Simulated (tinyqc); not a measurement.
Single-oscillator infrared dielectric function of a polar cubic crystal: one step, computed by the program tinyqc.

One ion pair, charges +Z* and -Z*, in a cell of volume Omega = a^3/4. Frequencies omega are given as wavenumbers (1/cm); eps_s is the static dielectric constant.

Question. Coupled plasmon-LO modes. Without damping eps(omega) = 0 gives omega^4 - (omega_LO^2 + omega_p^2) omega^2 + omega_p^2 omega_TO^2 = 0, with roots L- and L+.

Inputs (values chosen for the exercise, for a model crystal): omega_TO = 96.8 1/cm.

Structure: rock salt. Free carriers: present.

omega_p = 750.8378 1/cm

omega_LO = 227.2462 1/cm

Give: lower coupled mode L-; upper coupled mode L+.

Answer.

lower coupled mode L- = 93.312 1/cm

upper coupled mode L+ = 778.90 1/cm

With omega_p well above omega_LO, the carriers screen the ionic field: L- approaches omega_TO and L+ is plasmon-like.
